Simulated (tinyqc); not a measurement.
Comparisons within one model: shallow acceptor in the spherical four-band model. A value that a table varies takes the place of the one given here.

The ground state 1S3/2 has an L = 0 part f(r) and an L = 2 part g(r). In units of Ry* and a*, with Gaussians f_i = exp(-a_i r^2), g_i = r^2 exp(-a_i r^2), A = a_i + a_j and I(n) = Gamma((n + 1)/2)/(2 A^((n + 1)/2)): S_ff = I(2), S_gg = I(6), H_ff = (6 a_i a_j/A) I(2) - 2 I(1), H_gg = (14 a_i a_j/A) I(6) - 2 I(5), H_fg = -mu [15 I(2) - 20 a_j I(4) + 4 a_j^2 I(6)]; each function is then normalised. The split-off band is left out.

Converged values use 22 exponents 2.2^i, i = -7 to 14, for f and for g.

Units Ry* = Ry/(g1 eps^2) and a* = a0 eps g1; mu = (6 g3 + 4 g2)/(5 g1) is the spherical heavy-light coupling and delta = (g3 - g2)/g1 the cubic term, which is left out.

Constants: Ry = 13.60569312 eV; a0 (Bohr radius) = 0.5291772105 angstrom.

Parameters, chosen for this exercise (near those of a shallow acceptor in Ge; not measured data): mus = (0.17, 0.4, 0.44, 0.68, 0.7, 0.8, 0.92) (couplings); rc = 1.2 angstrom (radius of the central cell); Vs = (3, 1, 0, -1, -2, -3, -4) eV (central-cell strengths); g1 = 13.28 (Luttinger gamma1); g2 = 4.21 (gamma2); g3 = 5.67 (gamma3); eps = 16.4 (dielectric constant).

## Strength of the heavy-light coupling

Ry* = 3.8092 meV

Converged values in Ry* and a*; the heavy-mass hydrogen model gives 1/(1 - mu).

Results:

| mu | binding (Ry*) | 1/(1 - mu) | ratio | L = 2 weight | <r> (a*) | binding (meV) |
|---|---|---|---|---|---|---|
| 0.17 | 1.027 | 1.205 | 0.852 | 0.012 | 1.467 | 3.9 |
| 0.40 | 1.171 | 1.667 | 0.702 | 0.069 | 1.312 | 4.5 |
| 0.44 | 1.215 | 1.786 | 0.681 | 0.084 | 1.271 | 4.6 |
| 0.68 | 1.768 | 3.125 | 0.566 | 0.210 | 0.913 | 6.7 |
| 0.70 | 1.857 | 3.333 | 0.557 | 0.223 | 0.874 | 7.1 |
| 0.80 | 2.580 | 5.000 | 0.516 | 0.298 | 0.647 | 9.8 |
| 0.92 | 5.863 | 12.500 | 0.469 | 0.408 | 0.298 | 22.3 |

The binding starts as 1 + O(mu^2), 1.027 at mu = 0.17, since the coupling enters in second order, and reaches 5.86 at mu = 0.92. The ratio to the heavy-mass model falls from 0.85 to 0.47, towards about 0.44 as mu goes to 1: the bound hole is only partly heavy. The L = 2 weight grows to 0.41 and the radius shrinks by a factor 4.9.

## Central-cell correction

mu = 0.76596
a* = 115.251 angstrom

A short-range term V exp(-r^2/rc^2) is added (negative: attracts the hole); its elements are V S (A/(A + 1/rc^2))^(3/2) for f and ^(7/2) for g, in the same units.

Results:

| V (eV) | 1S binding (meV) | 2S binding (meV) | <r> (angstrom) | L = 2 weight |
|---|---|---|---|---|
| 3.0 | 8.5 | 2.55 | 84.8 | 0.271 |
| 1.0 | 8.6 | 2.56 | 84.3 | 0.271 |
| 0.0 | 8.6 | 2.56 | 84.1 | 0.271 |
| -1.0 | 8.6 | 2.57 | 83.8 | 0.271 |
| -2.0 | 8.7 | 2.57 | 83.6 | 0.271 |
| -3.0 | 8.7 | 2.57 | 83.3 | 0.272 |
| -4.0 | 8.7 | 2.58 | 83.0 | 0.272 |

From V = 0 to -4 eV the 1S binding grows by 0.1 meV (1 %) and the 2S binding by 0.02 meV, so the chemical shift sits mainly in the ground state. A repulsion of 3 eV removes 0.1 meV. The slope is 0.03 meV per eV over the last step against 0.02 on the repulsive side, since attraction pulls the state into the cell; over this range the level stays shallow.

## What each parameter does

Converged values. Each row changes one parameter from the base and keeps the others.

Results:

| case | mu | Ry* (meV) | binding (meV) | <r> (angstrom) |
|---|---|---|---|---|
| base | 0.766 | 3.81 | 8.62 | 84.1 |
| g1 = 14.34 | 0.709 | 3.53 | 6.71 | 106.3 |
| g2 = 3.58 | 0.728 | 3.81 | 7.64 | 93.9 |
| g3 = 5.22 | 0.725 | 3.81 | 7.58 | 94.6 |
| eps = 17.7 | 0.766 | 3.27 | 7.40 | 90.8 |

The largest shifts from the base row, up to three for each result and ties (the steps differ in size, so this ranks the rows, not the parameters). mu: g1 -0.057, g3 -0.041, g2 -0.038; unchanged at the printed digits by eps. Ry* (meV): eps -0.54, g1 -0.28; unchanged at the printed digits by g2 and g3. binding (meV): g1 -1.91, eps -1.22, g3 -1.04. <r> (angstrom): g1 +22.3, g3 +10.5, g2 +9.8. g1 acts twice: it lowers Ry* and it lowers mu.

Program tinyqc; command `OMP_NUM_THREADS=1 python tinyqc.py 1251563 1251564 out.jsonl`; about 0.05 s on one thread of a shared Intel(R) Xeon(R) Processor @ 2.30GHz.
